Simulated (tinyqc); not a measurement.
Square on-chip spiral inductor, lumped pi model: two steps of the calculation.

Outer diameter do = di + 2 n wd + 2 (n - 1) sp, mean da = (do + di)/2, fill p = (do - di)/(do + di), length l = 4 n da. L = 2.34 mu0 n^2 da/(1 + 2.75 p), mu0 = 4 pi 1e-7 H/m. Rs = rho l/(wd delta (1 - exp(-th/delta))), delta = sqrt(rho/(pi f mu0)). Cs = n wd^2 eps0 eo/hu across the coil. At each end Cox = l wd eps0 eo/(2 ho) leads to the substrate branch Rsi = 2 rs he/(l wd) in parallel with Csi = l wd eps0 11.7/(2 he). With one end grounded Y = 1/(Rs + i w L) + i w Cs + 1/[1/(i w Cox) + 1/(1/Rsi + i w Csi)], w = 2 pi f; Q = -Im Y/Re Y. Eddy currents in neighbouring turns and in the substrate are left out.

Inputs (values chosen for the exercise); values of the order met in silicon radio-frequency processes: number of turns n = 3.5; line width wd = 10 um; space between turns sp = 3 um; inner diameter di = 100 um; metal thickness th = 2 um; metal resistivity rho = 1.9 uohm cm; oxide below the coil ho = 8.6 um; oxide between coil and underpass hu = 0.8 um; relative permittivity of the oxide eo = 4.1; substrate resistivity rs = 1000 ohm cm; effective spreading depth in the substrate he = 80 um; frequency f = 5.5 GHz.

Constants: eps0 = 8.8541878128e-12 F/m. Results are converted to the units shown.

Task 1. Geometry and model elements. do, l, L, delta, Rs, Cs, Cox, Rsi and Csi as defined.

Wanted: do; l; L; delta; Rs; Cs; Cox; Rsi; Csi.

Result 1.

do = 185.0 um
l = 1995 um
L = 2.820 nH
delta = 0.9354 um
Rs = 4.594 ohm
Cs = 15.88 fF
Cox = 42.11 fF
Rsi = 8.020e4 ohm
Csi = 12.92 fF

Task 2. Admittance, quality factor and apparent inductance. Series branch 1/(Rs + i w L), substrate branch, total Y, Q = -Im Y/Re Y, apparent inductance Im(1/Y)/w, metal-only value w L/Rs, share of the loss in the substrate Re(substrate branch)/Re Y.

L = 2.8200930 nH
Rs = 4.5936346 ohm
Cs = 15.882199 fF
Cox = 42.106296 fF
Rsi = 80200.501 ohm
Csi = 12.916877 fF

Wanted: series branch; substrate branch; Y; Q; apparent inductance; w L/Rs; share of the loss in the substrate.

Result 2.

series branch = 0.48-10.24i mS
substrate branch = 0.0073+0.3416i mS
Y = 0.490-9.348i mS
Q = 19.08
apparent inductance = 3.087 nH
w L/Rs = 21.22
share of the loss in the substrate = 1.490 %

Q is 89.9 % of the metal-only value.

tinyqc, about 0.01 s, one thread, Intel Xeon 2.30GHz (shared host): `OMP_NUM_THREADS=1 python tinyqc.py 2302011 2302012 out.jsonl`
